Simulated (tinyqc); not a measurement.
Vacuum evaporation: vapour pressure, source flux, thickness distribution, purity and step coverage: one step, computed by the program tinyqc.

Molecular flow, unit sticking of the metal, no re-evaporation. The background gas is taken as water vapour (18.015 g/mol, collision diameter 0.37 nm) at 300 K.

Problem. Rate and uniformity on a fixed wafer above the source. A small source emits (n + 1) Phi area cos^n(phi)/(2 pi) per solid angle; on a parallel plane at height h and lateral distance l the arrival rate is (n + 1) Phi area/(2 pi h^2) x (1 + (l/h)^2)^(-(n + 3)/2). Growth rate = arrival rate x m/rho, m = M u. The wafer is fixed and centred above the source.

Inputs (values chosen for the exercise, modelled on titanium, with constants for the liquid): molar mass M = 47.87 g/mol; film density rho = 4.51 g/cm^3; source temperature T = 1960 K; source area = 0.55 cm^2; directionality n = 3; source-to-wafer distance h = 63 cm; wafer radius R = 5 cm.

flux Phi = 4.753715e+17 1/(cm^2 s)

Constants: u = 1.6605390666e-27 kg.

Give: arrival rate at the centre; growth rate at the centre; edge over centre; non-uniformity (max - min)/(max + min); share of the material that lands on the wafer, 1 - (1 + (R/h)^2)^(-(n + 1)/2).

Solution.

arrival rate at the centre = 4.194e+13 1/(cm^2 s)

growth rate at the centre = 0.007391 nm/s

edge over centre = 0.9813

non-uniformity (max - min)/(max + min) = 0.9418 %

share of the material that lands on the wafer, 1 - (1 + (R/h)^2)^(-(n + 1)/2) = 1.248 %
